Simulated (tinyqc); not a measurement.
## One level from two frequencies

Inverse problem. A single interface trap level in an MOS capacitor has the conductance Gp/w = Cit w tau/(1 + w^2 tau^2), w = 2 pi f. Find tau and Cit.

Gp/w at f = 20 and 150 Hz (nF/cm^2): 6.3278499  5.4700392

Answer. w/(Gp/w) = 1/(Cit tau) + (tau/Cit) w^2 is linear in w^2; the two coefficients give tau and Cit.

tau = 0.00320 s
Cit = 18.3 nF/cm^2

tinyqc, about 0.01 s, one thread, Intel Xeon 2.30GHz (shared host): `OMP_NUM_THREADS=1 python tinyqc.py 2030076 2030077 out.jsonl`
